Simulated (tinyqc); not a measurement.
Worked calculation: size effects in the resistivity of thin metal films and interconnect lines. Computed by tinyqc, a small Python program that keeps every step. Command: `OMP_NUM_THREADS=1 python tinyqc.py 3026236 3026237 out.jsonl size walk`. One thread of a shared host (Intel(R) Xeon(R) Processor @ 2.30GHz), about 0.01 s of CPU time with the checks. Intermediate numbers are printed to about 6 digits and carried at full precision; extremes and crossings named in words are read from the listed rows.

Electrons lose their drift at surfaces (a share 1 - p of the hits) and at grain boundaries (reflection R), besides bulk scattering.

Inputs (values chosen for the exercise, modelled on nickel):
```
quantity                     value         unit
bulk resistivity rho_b        7.12  microohm cm
bulk mean free path lambda     6.2           nm
specularity p                    0            -
grain-boundary reflection R   0.29            -
film thickness h               140           nm
grain size over thickness      1.1            -
```

Geometry: film.

## Grain size

D = (ratio) h.

grain size D = 154 nm

## Grain boundaries

Mayadas-Shatzkes: alpha = (lambda/D) R/(1 - R); rho_b/rho = 1 - 3 alpha/2 + 3 alpha^2 - 3 alpha^3 ln(1 + 1/alpha).

alpha = 0.0164441

rho/rho_b from grains = 1.02450

The linear estimate 1 + 3 alpha/2 gives 1.025, within 2 %.

## Surfaces

Fuchs-Sondheimer film: rho_b/rho = 1 - (3/(2 kappa))(1 - p) int_0^1 (s - s^3)(1 - exp(-kappa/s))/(1 - p exp(-kappa/s)) ds, f = rho/rho_b, kappa = thickness/lambda, 80 Gauss-Legendre points.

kappa = h/lambda = 22.5806

rho/rho_b from surfaces = 1.01689

The thick-film form 1 + 3 (1 - p)/(8 kappa) gives 1.017, a deviation of 0.0 %.

## Resistivity of the film

Both together (Mayadas-Shatzkes film): rho_b/rho = (rho_b/rho of the grains alone) - (6/(pi kappa))(1 - p) int_0^(pi/2) dphi int_0^1 ds (cos^2 phi/H^2)(s - s^3)(1 - exp(-kappa H/s))/(1 - p exp(-kappa H/s)), H = 1 + alpha/(cos phi sqrt(1 - s^2)), 40 x 80 Gauss-Legendre points. Sheet resistance rho/h; additive estimate rho_b (f_surface + f_grain - 1).

resistivity rho = 7.41387 microohm cm

sheet resistance = 0.529562 ohm

additive estimate = 7.41465 microohm cm

error of the additive estimate = 0.0104503 %

Adding the two excesses (Matthiessen's rule) is 0.0 % high.

## Exact and approximate surface terms

Thick-film form 1 + 3 (1 - p)/(8 kappa); thin-film form (4/3)((1 - p)/(1 + p))/(kappa ln(1/kappa)).

Rho/rho_b:
```
kappa  h (nm)    exact  thick-film form  thin-film form
0.01    0.062  26.4836          38.5000         28.9530
0.02    0.124  15.3329          19.7500         17.0415
0.05     0.31   7.7277           8.5000          8.9016
0.1      0.62   4.7817           4.7500          5.7906
0.2      1.24   3.0959           2.8750          4.1422
0.5       3.1   1.9161           1.7500               -
1         6.2   1.4623           1.3750               -
2        12.4   1.2208           1.1875               -
5          31   1.0810           1.0750               -
10         62   1.0390           1.0375               -
```

The thick-film form is within 5 % down to kappa = 2; at kappa = 0.01 it is 1.45 times the exact value and the thin-film form 1.09 times. The resistivity doubles between 1.24 and 3.10 nm. Rows thinner than about 5 nm only illustrate the formulas.

Checks made by the program: grain-boundary formula against its angular integral 3 int_0^1 c^3/(c + alpha) dc (relative difference below 1e-10); combined formula at alpha -> 0 against Fuchs-Sondheimer (relative difference 1e-07).
